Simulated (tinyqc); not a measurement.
Abrupt p-n junction, non-linear Poisson equation by Newton steps: one step of the calculation.

One dimension, p side on the left, n side on the right; net doping C = -Na for x < 0 and +Nd for x > 0. The potential psi is counted from the intrinsic level, and the quasi-Fermi potentials are flat: 0 for holes and -V for electrons, so n = ni exp((psi + V)/Vt) and p = ni exp(-psi/Vt) (Boltzmann statistics, full ionisation, no current). Under reverse bias this makes the minority densities vanishingly small everywhere; they play no part in the charge.

Task. Converged densities, field and charge. n and p as above; field E_i = -(psi_(i+1) - psi_i)/h_i on each interval; charge on either side of the peak Q = eps0 eps_r |E|max (Gauss).

Values chosen for this exercise; band and dielectric values close to those of gallium nitride:
- T = 273 K (temperature)
- eps_r = 9.58 (relative permittivity)
- V = -3.4 V (bias of the p side against the n side)

Constants: q = 1.602176634e-19 C, kB = 1.380649e-23 J/K, Vt = kB T/q, eps0 = 8.8541878128e-14 F/cm where lengths are in cm. Results are converted to the units shown.

x, node 0 to 16 (nm): [-1670, -950, -534, -295, -158, -79, -33.6, -7.5, 7.5, 23.9, 42, 61.7, 83.4, 107, 133, 162, 193]
converged psi, node 0 to 16 (V): [-1.5434088, -1.5344519, -0.4693788, 1.2513603, 2.6025935, 3.5026389, 4.0598842, 4.3934572, 4.5895325, 4.7586786, 4.8905137, 4.9691551, 4.9958846, 5.0015217, 5.0024813, 5.0026197, 5.0026384]
net doping C, node 0 to 16 (cm^-3): [-7.5e15, -7.5e15, -7.5e15, -7.5e15, -7.5e15, -7.5e15, -7.5e15, -7.5e15, 9.3e16, 9.3e16, 9.3e16, 9.3e16, 9.3e16, 9.3e16, 9.3e16, 9.3e16, 9.3e16]
ni = 2.4133213e-13 cm^-3

Wanted: n; p; field E; peak |E|; charge Q.

Result.

n, node 0 to 16 (cm^-3): [1.330e-104, 1.946e-104, 8.935e-85, 5.214e-53, 4.591e-28, 1.894e-11, 0.3669, 5.279e5, 2.199e9, 2.916e12, 7.917e14, 2.241e16, 6.979e16, 8.869e16, 9.238e16, 9.293e16, 9.300e16]
p, node 0 to 16 (cm^-3): [7.500e15, 5.125e15, 1.116e-4, 1.912e-36, 2.172e-61, 5.265e-78, 2.718e-88, 1.889e-94, 4.534e-98, 3.419e-101, 1.259e-103, 4.450e-105, 1.429e-105, 1.124e-105, 1.079e-105, 1.073e-105, 1.072e-105]
field E, interval 0 to 15 (kV/cm): [-0.1, -25.6, -72.0, -98.6, -113.9, -122.7, -127.8, -130.7, -103.1, -72.8, -39.9, -12.3, -2.4, -0.4, 0.0, 0.0]
peak |E| = 130.7 kV/cm
charge Q = 110.9 nC/cm^2

tinyqc, about 0.04 s, one thread, Intel Xeon 2.30GHz (shared host): `OMP_NUM_THREADS=1 python tinyqc.py 2000051 2000052 out.jsonl`
